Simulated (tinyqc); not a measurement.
# Ellipsometry and reflectance of a transparent film on an absorbing substrate: effects of single changes

Air (index 1), film, substrate with N2 = n2 - i k2; time factor exp(+i w t). q_j = sqrt(N_j^2 - sin^2 th), root with positive real part. Fresnel coefficients r_s = (q_a - q_b)/(q_a + q_b), r_p = (N_b^2 q_a - N_a^2 q_b)/(N_b^2 q_a + N_a^2 q_b). tan(Psi) exp(i Delta) = R_p/R_s, Delta taken from 0 to 360 degrees.

Values chosen for this exercise; indices close to those of photoresist on silicon: wavelength lam = 405 nm; angle of incidence th = 65 degrees; index of the transparent film n1 = 1.648; film thickness d = 150 nm; index of the substrate n2 = 5.42; extinction coefficient of the substrate k2 = 0.329.

Each table varies one quantity; the others keep the values above.

## Psi and Delta against the film thickness

beta = 2 pi d q1/lam, X = exp(-2 i beta), R = (r01 + r12 X)/(1 + r01 r12 X) for p and s. The last column is the derivative of Delta.

Psi and Delta against the film thickness:
```
d (nm)	Psi (degrees)	Delta (degrees)	|R_p|^2	|R_s|^2	dDelta/dd (degrees/nm)
0	25.096	177.02	0.15996	0.72924	-2.4278
1	25.116	174.59	0.16020	0.72901	-2.4237
2	25.148	172.17	0.16057	0.72859	-2.4170
3	25.192	169.76	0.16109	0.72800	-2.4077
4	25.249	167.36	0.16175	0.72722	-2.3959
5	25.318	164.97	0.16254	0.72626	-2.3816
6	25.399	162.59	0.16347	0.72511	-2.3650
7	25.492	160.24	0.16454	0.72377	-2.3462
8	25.596	157.90	0.16573	0.72225	-2.3251
```

What does the table show?

Delta falls from 177.02 to 157.90 degrees while Psi moves from 25.10 to 25.60: Delta changes 38.3 times as much as Psi. With the slope of the first row an error of 0.01 degree in Delta means 0.0041 nm.

## Effect of the index of the transparent film

Same model as above.

dDelta/dd is the derivative of Delta; period lam/(2 q1).

Effect of the index of the transparent film:
```
n1	Psi (degrees)	Delta (degrees)	|R_p|^2	|R_s|^2	dDelta/dd (degrees/nm)	period (nm)
1.25	40.81	231.9	0.3261	0.4374	0.6964	235.2
1.45	28.89	229.9	0.2065	0.6782	-1.403	178.9
1.65	25.20	169.4	0.1612	0.7279	-2.409	146.9
1.85	28.58	117.8	0.1891	0.6371	-2.038	125.6
2.05	37.09	79.29	0.1802	0.3153	-2.134	110.1
2.25	47.20	328.3	0.1353	0.1161	-7.887	98.33
2.45	25.69	260.6	0.1170	0.5055	-3.474	88.96
2.65	24.45	212.7	0.1429	0.6910	-2.956	81.32
```

Read the table: what changes, and by how much?

Psi moves up and down between 24.5 and 47.2 degrees and |R_p|^2 moves up and down between 0.117 and 0.326. The slope of Delta is largest in size, 7.89 degrees/nm, at n1 = 2.25 among the rows.

Program tinyqc, `OMP_NUM_THREADS=1 python tinyqc.py 2870119 2870120 out.jsonl`; Intel Xeon 2.30GHz, shared host, one thread, about 0.01 s.
